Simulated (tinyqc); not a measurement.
Extended Hueckel theory, for H4, step by step. One step of it, computed by the program tinyqc.

Problem. Wolfsberg-Helmholz matrix. H_ij = K' S_ij (H_ii + H_jj)/2 for i != j (the diagonal keeps H_ii), with K' = K + D^2 + D^4 (1 - K), D = (H_ii - H_jj)/(H_ii + H_jj), K = 1.5.

overlap S, lower triangle:
```
          1H 1s     2H 1s     3H 1s     4H 1s
1H 1s  1.000000
2H 1s  0.654145  1.000000
3H 1s  0.132027  0.391990  1.000000
4H 1s  0.037742  0.132027  0.654145  1.000000
```

diagonal H_ii (eV): 1H 1s -13.600000, 2H 1s -13.600000, 3H 1s -13.600000, 4H 1s -13.600000

K = 1.500000

Give: H.

Solution.

H (eV), lower triangle:
```
         1H 1s    2H 1s    3H 1s    4H 1s
1H 1s  -13.600
2H 1s  -13.345  -13.600
3H 1s   -2.693   -7.997  -13.600
4H 1s   -0.770   -2.693  -13.345  -13.600
```
